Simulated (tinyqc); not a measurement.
Worked calculation: two electrons on one impurity (helium-like model). Values are carried at full precision from step to step, so a last printed digit may differ when a step is redone from the rounded ones.

Units Ha* = 2 Ry m/eps^2 and a* = a0 eps/m. One electron is bound by Z^2/2. Two electrons in the singlet built from exp(-a r) and exp(-b r): S = 8 (ab)^(3/2)/(a + b)^3, h_aa = a^2/2 - Z a, h_bb alike, h_ab = S (ab/2 - Z (a + b)/2), J = ab (a^2 + 3ab + b^2)/(a + b)^3, K = 20 (ab)^3/(a + b)^5, E = (h_aa + h_bb + 2 S h_ab + J + K)/(1 + S^2). For a = b this is a^2 - 2 Z a + 5a/8. Real double donors are deeper, since the central cell is left out.

Constants: Ry = 13.60569312 eV; a0 (Bohr radius) = 0.5291772105 angstrom.

Values chosen for the exercise (near those of impurities in Si; not measured data):
- m = 0.317 m0 (one mean mass)
- eps = 11.9 (dielectric constant)
- Z = 1 (effective charge (1: D- centre, 2: double donor; other values mimic a central cell))
- ab = (1.08, 0.27) 1/a* (trial exponents a, b)

## Units and equal orbitals

Give Ha*, a*, the best common exponent Z - 5/16, E = -(Z - 5/16)^2, and the binding of the second electron -Z^2/2 - E.

Ha* = 60.914 meV
a* = 19.87 angstrom
exponent = 0.6875
E with equal orbitals = -0.47266 Ha*
binding of the second electron = -1.67 meV

With equal orbitals the second electron is not bound; this is a fault of the trial function, since unequal orbitals do bind it.

## Unequal orbitals

Evaluate the integrals and E.

S, h_aa, h_bb, h_ab, J, K: [0.51200, -0.49680, -0.23355, -0.27095, 0.25056, 0.11059]

E = -0.51234 Ha*

This lies 0.0397 Ha* below the best equal-orbital value -(Z - 5/16)^2.

## The minimum over a and b

Give a, b, E, both binding energies and U, their difference.

a, b (1/a*): [1.039, 0.283]

E = -0.51330 Ha*

binding of the first and second electron (meV): [30.46, 0.81]

U = 29.65 meV

Letting one electron stay close and the other roam (decay lengths 19 and 70 angstrom) gains 2.48 meV. The exact value for Z = 1 is -0.52775, a binding of 1.69 meV, so this function recovers 48 % of it.

## Checks

- Minimum for Z = 1 against the known -0.51330: both -0.51330.
- Minimum for Z = 2 against the known -2.87566: both -2.87566.

Run: tinyqc, `OMP_NUM_THREADS=1 python tinyqc.py 1251307 1251308 out.jsonl`; Intel(R) Xeon(R) Processor @ 2.30GHz, one thread, shared host; about 0.04 s of CPU time with all checks.
